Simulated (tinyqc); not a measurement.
# Worked calculation: resistance of a tapered via with liner, size effect and interface

Program tinyqc, `OMP_NUM_THREADS=1 python tinyqc.py 2750194 2750195 out.jsonl`; Intel Xeon 2.30GHz, shared host, one thread, about 0.01 s. Printed values are rounded.

A round via whose diameter grows from db at the bottom as D(z) = db + 2 z/tan(ang). The fill, of diameter D - 2 tl, starts above the bottom liner (thickness fb tl) and has rho = rho0 (1 + ks lam/(D - 2 tl)); the sidewall liner conducts in parallel with it. The bottom liner and the interface are crossed over the full area pi db^2/4. Spreading in the lines above and below is left out.

Parameters, values chosen for the exercise; fill metal close to molybdenum:
- db = 31 nm (diameter at the bottom)
- hv = 52 nm (height)
- ang = 89 degrees (sidewall angle)
- rho0 = 5.3 uohm cm (bulk resistivity of the fill)
- lam = 10.9 nm (mean free path of the fill)
- ks = 0.8 (size-effect factor)
- tl = 0.1 nm (liner on the sidewall)
- fb = 1 (liner at the bottom over that on the sidewall)
- rl = 260 uohm cm (resistivity of the liner)
- ri = 8.9e-13 ohm cm^2 (interface resistivity at the bottom)
- Sb = 1.3e15 S/m^2 (ballistic conductance per area, about 3/(4 rho0 lam))

## Slices of the via

Slices between z0 = fb tl and hv, evaluated at their midpoints: conductance per length pi/4 [(D - 2 tl)^2/rho + (D^2 - (D - 2 tl)^2)/rl], slice resistance = slice height over that. 6 slices.

```
slice   z (nm)   D (nm)  rho (uohm cm)  slice resistance (ohm)
0        4.425  31.1545        6.79303                0.780541
1      13.0750  31.4564        6.77861                0.763910
2      21.7250  31.7584        6.76446                0.747799
3      30.3750  32.0604        6.75058                0.732189
4      39.0250  32.3624        6.73696                0.717057
5      47.6750  32.6643        6.72359                0.702386
```

## Total resistance

R_fill = sum of the slices; R_bottom = rl fb tl/(pi db^2/4); R_interface = ri/(pi db^2/4); ballistic (Sharvin) limit 1/(Sb pi (db - 2 tl)^2/4); ideal cylinder rho0 hv/(pi db^2/4).

parts (ohm): fill 4.44388, bottom liner 0.344477, interface 0.117917
R = 4.90628 ohm
shares (%): fill 90.5755, bottom liner 7.0211, interface 2.4034
ballistic limit = 1.03244 ohm
ideal cylinder = 3.65145 ohm

The fill is the largest part, and R is 1.34 times the ideal cylinder. With 2000 slices R = 4.9064 ohm.
